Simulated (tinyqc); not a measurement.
Thickness from the transmission.

Inverse problem. A dielectric of barrier phi1 and mass m1 carries the voltage V, so U = phi1 - V x/t1. At E = 0 the WKB exponent is S = (4 t1/(3 V)) sqrt(m1/C) [phi1^1.5 - max(phi1 - V, 0)^1.5], C = hbar^2/(2 m0), and T = exp(-S). Find S, t1 and the field.

Values chosen for this exercise: barrier of layer 1 above the emitter Fermi level at zero bias phi1 = 1.51 eV; tunnelling mass of layer 1 m1 = 0.21 m0; voltage across the dielectric V = 0.7 V.

Constants: q = 1.602176634e-19 C, hbar = 1.054571817e-34 J s, m0 = 9.1093837015e-31 kg, hbar^2/(2 m0) = 0.0380998212 eV nm^2. Results are converted to the units shown.

T at E = 0 = 1.2384658e-6

Answer. At fixed V the exponent is proportional to t1.

S = 13.60
t1 = 2.700 nm
field = 2.593 MV/cm

Computed by the program tinyqc: `OMP_NUM_THREADS=1 python tinyqc.py 2540168 2540169 out.jsonl`, one thread of a shared Intel Xeon 2.30GHz, about 0.02 s for the whole run.
